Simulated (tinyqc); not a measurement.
Millisecond and nanosecond annealing: surface heating, thermal budget and solid-phase regrowth. Changing the incident fluence. Computed by tinyqc, a small Python program. Command: `OMP_NUM_THREADS=1 python tinyqc.py 3027757 3027758 out.jsonl flash sweep`. One thread of a shared host (Intel(R) Xeon(R) Processor @ 2.30GHz), about 0.02 s of CPU time with the checks.

A square pulse heats the surface of a thick wafer with constant thermal properties; losses by radiation are neglected and silicon melts at 1414 C.

Inputs (values chosen for the exercise, modelled on hot silicon with phosphorus):

| quantity | value | unit |
|---|---|---|
| pulse length t_p | 0.00096 | s |
| reflectance R | 0.51 | - |
| thermal conductivity k | 0.22 | W/(cm K) |
| heat capacity per volume c | 2.34 | J/(cm^3 K) |
| preheat temperature T0 | 500 | C |
| dopant prefactor D0 | 4.64 | cm^2/s |
| dopant activation energy E | 3.69 | eV |
| regrowth prefactor v0 | 3.7e+08 | cm/s |
| regrowth energy E_v | 2.71 | eV |

Source: scanned laser.

Constants: k_B = 8.617333262e-05 eV/K.

Method:
- Absorbed flux q = (1 - R) fluence/t_p; kappa = k/c. With f(z, t) = (2 q/k) sqrt(kappa t) ierfc(z/(2 sqrt(kappa t))), ierfc(x) = exp(-x^2)/sqrt(pi) - x erfc(x): T = T0 + f(z, t) during the pulse and T0 + f(z, t) - f(z, t - t_p) after it.
- At the surface the rise at the end of the pulse is 2 q sqrt(t_p/(pi k c)); the fluence that just melts the surface scales with (1414 - T0).
- Temperatures in kelvin are T(C) + 273.15.
- Integrate exp(-E/(k_B T(t))) at the surface from 0 to 10 t_p (Gauss-Legendre, 60 points in sqrt(t) up to t_p and 60 in sqrt(t - t_p) after it). (Dt) = D0 x integral with E; regrowth = v0 x integral with E_v; effective time = integral/exp(-E/(k_B T_peak)).

One run for each value:

| incident fluence (J/cm^2) | peak temperature (C) | diffusion length 2 sqrt(Dt) (nm) | possible regrowth (nm) | effective time over t_p |
|---|---|---|---|---|
| 15.8 | 893.0 | 0.00562 | 1.4887e+00 | 0.15720 |
| 19.3 | 980.0 | 0.01949 | 9.0304e+00 | 0.14752 |
| 21.0 | 1022.3 | 0.03369 | 2.0014e+01 | 0.14446 |
| 22.7 | 1064.6 | 0.05635 | 4.2338e+01 | 0.14213 |
| 24.4 | 1106.9 | 0.09144 | 8.5803e+01 | 0.14038 |
| 26.1 | 1149.1 | 0.14436 | 1.6716e+02 | 0.13909 |
| 27.9 | 1193.9 | 0.22774 | 3.2557e+02 | 0.13813 |
| 29.6 | 1236.2 | 0.34201 | 5.9038e+02 | 0.13753 |

Give the missing row, incident fluence (J/cm^2) = 17.6.

Computed row; columns: (1) incident fluence (J/cm^2); (2) peak temperature (C); (3) diffusion length 2 sqrt(Dt) (nm); (4) possible regrowth (nm); (5) effective time over t_p:
```
(1)     (2)      (3)         (4)      (5)
17.6  937.7  0.01088  3.8733e+00  0.15153
```

Interpolating between the two neighbouring rows (linearly) misses most in possible regrowth (nm), by 39 %. Over the rows, peak temperature (C) rises from 893 to 1240 (exponent d ln y / d ln x 0.45 between the first rows and 0.59 between the last); diffusion length 2 sqrt(Dt) (nm) rises from 0.00562 to 0.342 (exponent d ln y / d ln x 6.1 between the first rows and 6.9 between the last); possible regrowth (nm) rises from 1.49 to 590 (exponent d ln y / d ln x 8.9 between the first rows and 10 between the last). Regrowth rises by a factor 397 and (Dt) by 3700: the process with the higher activation energy gains more from a hotter peak.

Caution (all rows): equilibrium diffusivities are used; implant damage enhances diffusion, and k and c vary with temperature. Caution (rows 15.8, 17.6, 19.3, 21.0, 22.7, 24.4, 26.1, 27.9): a diffusion length below the atomic spacing of 0.235 nm means about one jump per atom or fewer, so the profile does not change measurably. Caution (rows 27.9, 29.6): the peak lies above 1150 C, and amorphous silicon melts some 200 to 250 K below the crystal, so a layer that has not regrown before the peak may melt instead.

Extremes, crossings and ranges named in words are read from the listed rows.
